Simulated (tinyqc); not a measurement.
Debye-Callaway model of lattice thermal conductivity: one step, computed by the program tinyqc. Command: `OMP_NUM_THREADS=1 python tinyqc.py 3030717 3030718 out.jsonl callaway walk`. One thread of a shared host (Intel(R) Xeon(R) Processor @ 2.30GHz), about 0.01 s of CPU time with the checks.

Three acoustic branches with one velocity v, cut at omega_D = k_B Theta/hbar; x = hbar omega/(k_B T). v and Theta are separate inputs: Theta cuts off the heat-carrying modes, so C need not reach 3 k_B/V. gamma is an effective value that sets the umklapp rate. Heat flows along the film.

Problem. Scattering rates at one frequency. Rates: point defects A omega^4; umklapp B omega^2 T exp(-Theta/(b T)) with B = hbar gamma^2/(M v^2 Theta); normal processes f_N B omega^2 T (T/Theta)^2. Film: the bulk time tau of each mode, from the resistive rates above, is multiplied by the Fuchs-Sondheimer factor F = (3/2) int_0^1 (1 - u^2) [1 - (1 - p) (u/d) (1 - E)/(1 - p E)] du, with E = exp(-d/u), d = t/(v tau), by 48 Gauss-Legendre points in z with u = z^4; the boundary rate is defined as 1/(F tau) - 1/tau. The resistive time is tau_R = 1/(boundary + point-defect + umklapp rates), and the free path is v tau_R.

Inputs (values chosen for the exercise, modelled on lead telluride):

| quantity | value | unit |
|---|---|---|
| sound velocity v | 1810 | m/s |
| Debye temperature Theta | 140 | K |
| mean atomic mass M | 167.4 | u |
| effective Grueneisen parameter gamma | 3.88 | - |
| umklapp exponent divisor b | 2 | - |
| film thickness t | 0.033 | micrometre |
| specularity p | 0.8 | - |
| normal-process factor f_N | 4.5 | - |
| temperature T | 300 | K |
| probe frequency omega/omega_D | 0.13 | - |

Sample: film. Point defects: vacancies. Normal processes: included.

Rayleigh coefficient A = 7.326547e-42 s^3

Constants: k_B = 1.380649e-23 J/K; hbar = 1.054571817e-34 J s; u = 1.6605390666e-27 kg.

Give: omega; Rates; tau_R; free path.

Solution.

omega = 2.383e+12 rad/s

Rates:

| process | rate (1/s) | rate x tau_R |
|---|---|---|
| boundaries | 4.114e+09 | 0.1945 |
| point defects | 2.362e+08 | 0.01117 |
| umklapp | 1.680e+10 | 0.7943 |
| normal | 4.383e+11 | 20.73 |

tau_R = 4.729e-11 s

free path = 85.60 nm

The strongest resistive process at this frequency: umklapp, 79 % of the resistive rate.
